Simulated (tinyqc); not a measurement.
Inside a calculation. Model: oxidation of curved silicon (wires and holes): cylindrical Deal-Grove kinetics with stress-retarded reaction. Computed by tinyqc, a small Python program that keeps every step. Command: `OMP_NUM_THREADS=1 python tinyqc.py 3008215 3008216 out.jsonl wireox walk`. One thread of a shared host (Intel(R) Xeon(R) Processor @ 2.30GHz), about 0.01 s of CPU time with the checks. Intermediate numbers are printed to about 6 digits and carried at full precision; extremes and crossings named in words are read from the listed rows.

Silicon fills r < a and oxide a < r < b. One volume of silicon gives 2.25 volumes of oxide, and the length is fixed.

Inputs (values chosen for the exercise, close to those used for silicon in dry oxygen):
```
quantity                       value        unit
prefactor B0                     723      um^2/h
activation energy E_B           1.23          eV
prefactor (B/A)0            5.65e+06        um/h
activation energy E_A           1.98          eV
starting silicon radius a0        24          nm
starting oxide x_i                 3          nm
viscosity prefactor eta0     2.5e-08        Pa s
viscosity energy E_eta          5.43          eV
critical shear stress s_c         86         MPa
activation volume V_k             13  angstrom^3
temperature T                    900           C
time t                           0.4           h
```

Shape: wire (convex).

Constants: k_B = 8.617333262e-05 eV/K.

## Planar constants and viscosity

B = B0 exp(-E_B/(k_B T)), B/A = (B/A)0 exp(-E_A/(k_B T)), eta = eta0 exp(E_eta/(k_B T)); 1 um = 1000 nm. Temperatures in kelvin are T(C) + 273.15.

B = 3759.55 nm^2/h

B/A = 17.6236 nm/h

low-stress viscosity eta = 5.30734e+15 Pa s

k_B T = 0.101094 eV

## Rate at the start

Geometry: b^2 = b0^2 + 1.25 (a0^2 - a^2), b0 = a0 + x_i. Rate of oxide made per interface area: q = 1/[1/k + 2 a |ln(b/a)|/B], and |da/dt| = q/2.25. Reaction k = (B/A) exp(-sigma V_k/(k_B T)). New oxide pushes the old with radial speed u = 1.25 |da/dt| at r = a; the shear stress at radius r is s_c asinh(z a^2/r^2), z = 2 eta u/(a s_c) (Eyring flow), and the compressive normal stress at the interface is sigma = |int_a^b 2 s/r dr| = s_c |F(z) - F(z a^2/b^2)|, F(y) = int_0^y asinh(w)/w dw. q and sigma are solved together. 1 MPa angstrom^3 = 6.241509e-6 eV.

oxide radius b0 = 27 nm

rate q without stress = 17.1686 nm/h

normal stress sigma = 201.318 MPa

factor on the reaction = 0.850798

rate q with stress = 14.6635 nm/h

## State after time t

Integrate da/dt adaptively (tolerance 1e-8); a wire counts as consumed at a = 0.5 nm and a hole as closed at b = 0.5 nm. Planar reference: x^2 + A x = B t + x_i^2 + A x_i, A = B/(B/A).

silicon radius a = 21.7191 nm

oxide thickness = 7.59556 nm

normal stress at time t = 495.253 MPa

planar thickness = 9.65466 nm

ratio to the planar thickness = 0.786725

Stress now cuts the reaction constant to 67 % of its planar value. Caution: planar dry oxides this thin grow faster than Deal-Grove predicts. Caution: the oxide is taken as a purely viscous fluid in steady flow; elasticity, stress-dependent diffusion and thin-oxide enhancement are left out.

## Geometry alone against geometry with stress

A dash marks a stress-free run that has consumed the wire or closed the hole.

Oxide thickness (nm):
```
t (h)   planar  curved, no stress  curved, with stress   a (nm)  sigma (MPa)
0.012   3.2055             3.1928               3.1640  23.9222      212.046
0.040   3.6835             3.6385               3.5388  23.7434      236.467
0.080   4.3628             4.2657               4.0558  23.4944      269.977
0.160   5.7092             5.4883               5.0322  23.0171      332.741
0.280   7.6989             7.2499               6.3743  22.3457      418.138
0.400   9.6547             8.9346               7.5956  21.7191      495.253
0.600  12.8431            11.5944               9.4186  20.7558      609.904
0.800  15.9487            14.0957              11.0324  19.8747      711.566
```

At 0.8 h the thickness is 0.884 of the planar value from geometry alone and 0.692 with stress. On a wire the new oxide spreads over a larger circumference, which thins it, while the oxidant converges on a smaller interface. Stress and geometry both count. Caution: elasticity of the oxide, stress-dependent diffusion and thin-oxide enhancement are left out.

Checks made by the program: large-radius limit against the planar law (relative difference 2e-08).
